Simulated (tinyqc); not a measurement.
Frequency dispersion of an accumulation capacitance by border traps, distributed model: one step of the calculation.

Traps spread evenly through the insulator exchange electrons with the semiconductor by tunnelling, with tau(x) = t0 exp(2 ka x) at depth x from the interface. The admittance per area Y seen at depth x obeys dY/dx = -Y^2/(i w eps0 eox) + q Nb ln(1 + i w tau)/tau, with Y(0) = i w Cs and w = 2 pi f; the gate sees Y(tox) = G + i w C. Working variable y = Y/(i w), in uF/cm^2. Cox = eps0 eox/tox.

Task. Midpoint steps through the active depth. In terms of y: dy/dx = -y^2/(eps0 eox) + s(x), s = q Nb ln(1 + z)/z, z = i w tau. 8 midpoint steps of h = xe/8: y_half = y + (h/2) y'(x, y), y(new) = y + h y'(x + h/2, y_half).

Inputs (values chosen for the exercise); permittivity close to that of silicon dioxide: relative permittivity of the insulator eox = 3.82; semiconductor capacitance in accumulation Cs = 6.7 uF/cm^2; density of border traps Nb = 1.2e19 cm^-3 eV^-1; decay constant of the wave function in the insulator ka = 5.8 1/nm; time constant of a trap at the interface t0 = 1e-9 s; frequency f = 1e6 Hz; depth down to which the steps are taken xe = 0.87 nm.

Constants: q = 1.602176634e-19 C, eps0 = 8.8541878128e-14 F/cm where lengths are in cm. Results are converted to the units shown.

Give: x; s; y.

Result.

```
point   x (nm)  s (uF/(cm^2 nm))     y (uF/cm^2)
0            0  0.19226-0.00060i  6.7000+0.0000i
1      0.10875  0.19223-0.00213i  5.5677-0.0001i
2      0.21750  0.19187-0.00751i  4.7589-0.0005i
3      0.32625  0.18757-0.02562i  4.1557-0.0018i
4      0.43500  0.15230-0.06592i  3.6889-0.0058i
5      0.54375  0.07186-0.07127i  3.3121-0.0123i
6      0.65250  0.02352-0.03953i  2.9997-0.0154i
7      0.76125  0.00692-0.01683i  2.7388-0.0153i
8      0.87000  0.00198-0.00636i  2.5187-0.0139i
```

Computed by the program tinyqc: `OMP_NUM_THREADS=1 python tinyqc.py 2202216 2202217 out.jsonl`, one thread of a shared Intel Xeon 2.30GHz, about 0.6 s for the whole run.
